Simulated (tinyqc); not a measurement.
Inside a calculation. Method: Hubbard ring of 5 sites. Computed by tinyqc, a small Python program that keeps every step. Settings: hopping = 0.56, U = 10.6, mixing = 0.5, iteration cap = 56. Command: `OMP_NUM_THREADS=1 python tinyqc.py 20911 20912 out.jsonl` (the two numbers bound the seeds that draw the settings). One thread of a shared host (Intel(R) Xeon(R) Processor @ 2.60GHz), about 0.2 s of CPU time with the checks.

one-body matrix (hopping and site energies) (eV), order 1, 2, 3, 4, 5:
```
[[0.000000, -0.560000, 0.000000, 0.000000, -0.560000],
 [-0.560000, 0.000000, -0.560000, 0.000000, 0.000000],
 [0.000000, -0.560000, 0.000000, -0.560000, 0.000000],
 [0.000000, 0.000000, -0.560000, 0.000000, -0.560000],
 [-0.560000, 0.000000, 0.000000, -0.560000, 0.000000]]
```

U = 10.600000 eV

electrons, up and down: [3, 3]

n(up) at the start (a guess, not normalised): [0.900000, 0.300000, 0.900000, 0.300000, 0.900000]

n(down) at the start (a guess): [0.300000, 0.900000, 0.300000, 0.900000, 0.300000]

Each step fills the lowest levels of T + U n(other spin) and sets n(new) = n + mixing (n(out) - n); stop when output and input agree to 1e-8.

Course of the cycle:
```
iteration      E (eV)  largest |n(out) - n(in)|  mean |n_up - n_down|
1          9.83276133                  2.85e-01              0.778743
2          9.78266182                  1.46e-01              0.783574
3          9.77451862                  7.72e-02              0.784693
4          9.77278090                  4.05e-02              0.785042
5          9.77236645                  2.12e-02              0.785176
6          9.77226227                  1.11e-02              0.785234
7          9.77223532                  5.79e-03              0.785262
8          9.77222824                  3.03e-03              0.785276
9          9.77222635                  1.59e-03              0.785284
10         9.77222585                  8.33e-04              0.785287
11         9.77222571                  4.38e-04              0.785289
...               ...                       ...                   ...
18         9.77222566                  4.94e-06              0.785291
19         9.77222566                  2.61e-06              0.785291
20         9.77222566                  1.38e-06              0.785291
21         9.77222566                  7.28e-07              0.785291
22         9.77222566                  3.85e-07              0.785291
23         9.77222566                  2.04e-07              0.785291
24         9.77222566                  1.08e-07              0.785291
25         9.77222566                  5.71e-08              0.785291
26         9.77222566                  3.02e-08              0.785291
27         9.77222566                  1.60e-08              0.785291
28         9.77222566                  8.47e-09              0.785291
```

Can the last value be used, and what does the course show?

No, though the log alone does not show it. Converged in 28 iterations. But random starts reach 9.68362 eV, so this is another stationary point, not the lowest one. Reruns (cap 100 unless said): mixing 0.2: converged in 83 to a higher stationary point (E = 9.77223); mixing 0.9: converged in 11 to a higher stationary point (E = 9.77223). Before convergence this energy mixes input and output and is not variational, so it may rise towards its limit.
